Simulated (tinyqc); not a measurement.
Energy and delay of logic against supply voltage: energy and delay against supply voltage.

One expression serves below and above threshold: I(Vg) = Ik [ln(1 + exp((Vg - VT + dd V)/(al nf Vt)))]^al, with I_on = I(V) and I_off = I(0). Gate delay td = kd C V/I_on, clock period LD td. Per gate and cycle the switching energy is act C V^2 and the leakage energy I_off V LD td. No short-circuit current, no variation. Minima are sought above 0.09 V; below a few Vt gates no longer switch and the model has no meaning.

EDP = energy times td.

Inputs (values chosen for the exercise); values of the order met in logic technologies:
```
symbol,value,unit,meaning
T,378,K,temperature
VT,0.44,V,threshold voltage at zero drain bias
nf,1.11,,slope factor
dd,0.04,,barrier lowering per volt of supply
Ik,1.6,uA,specific current of a gate
al,1.76,,exponent of the current law
C,3.7,fF,load capacitance of a gate
kd,0.9,,delay factor
LD,16,,logic depth
act,0.1,,activity factor
```

Constants: q = 1.602176634e-19 C, kB = 1.380649e-23 J/K, Vt = kB T/q. Results are converted to the units shown.

Energy and delay against supply voltage:
```
V (V)  I_on (uA)  I_off (nA)  td (ps)  switching (aJ)  leakage (aJ)  energy (aJ)  EDP (fJ ps)
0.15    6.144e-4    0.009789  8.129e5           8.325         19.10        27.42      2.229e4
0.27     0.01826     0.01118  4.923e4           26.97         2.377        29.35         1445
0.38      0.3216     0.01262     3935           53.43        0.3020        53.73        211.4
0.5        3.295     0.01441    505.3           92.50       0.05827        92.56        46.77
0.62       12.79     0.01646    161.4           142.2       0.02636        142.3        22.97
0.73       27.40     0.01859    88.72           197.2       0.01926        197.2        17.49
0.85       48.88     0.02122    57.91           267.3       0.01672        267.3        15.48
0.97       75.57     0.02423    42.74           348.1       0.01608        348.1        14.88
1.08       104.3     0.02737    34.47           431.6       0.01630        431.6        14.88
1.2        140.2     0.03125    28.51           532.8       0.01710        532.8        15.19
```

td falls from 8.13e5 to 28.5 ps; the energy rises from 27.4 to 533 aJ and the EDP goes from 22300 through a minimum of 14.9 (at V = 1.08 V among the rows listed) to 15.2 fJ ps. The exact minima lie at V = 0.200 V for the energy and 1.02 V for the EDP. Going from 1.2 V to the energy minimum saves a factor of 22.7 in energy and costs a factor of 9060 in delay. Below the minimum the leakage energy rises faster than the switching energy falls, because the clock period grows so steeply.

Numbers from tinyqc (`OMP_NUM_THREADS=1 python tinyqc.py 2082118 2082119 out.jsonl`; about 0.01 s on one thread of a shared Intel Xeon 2.30GHz).
